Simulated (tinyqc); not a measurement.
What moves the moment: Stoner model of a band ferromagnet.

Density of states per atom and spin: flat with a rise to the top, D(e) = (M/W) [1 - sp + 4 sp (e/W + 1/2)^3]. Levels e -/+ I m/2 for up and down spin, m = n_up - n_down, n_up + n_down = nd. At zero temperature e(N) is the energy below which N states lie, and E(m) = sum over spins of integral e D de - I m^2/4.

Values chosen for the exercise: W = 4.1 eV (band width, e from -W/2 to W/2); M = 5 (states per atom and spin); nd = 9.11 (electrons per atom); sp = 0.61 (shape parameter); I = 0.4 eV (Stoner parameter).

Lowest state for each case.

Results for these values:

| case | I D(EF) | m (muB) | E - E(0) (meV) |
|---|---|---|---|
| base | 1.267 | 0.890 | -16.6 |

What happens to each result for I = 0.432 eV, all else kept?

Answer: I D(EF) rises from 1.267 to 1.369; m does not change at the printed digits; E - E(0) falls from -16.6 to -22.9.

The same for each parameter in turn:

| case | I D(EF) | m (muB) | E - E(0) (meV) |
|---|---|---|---|
| base | 1.267 | 0.890 | -16.6 |
| W = 3.772 eV | 1.377 | 0.890 | -21.6 |
| I = 0.432 eV | 1.369 | 0.890 | -22.9 |
| nd = 8.81 | 1.228 | 1.190 | -26.0 |
| sp = 0.71 | 1.407 | 0.890 | -22.9 |

tinyqc: `OMP_NUM_THREADS=1 python tinyqc.py 1652128 1652129 out.jsonl`; about 0.3 s, one thread, shared Intel(R) Xeon(R) Processor @ 2.30GHz.
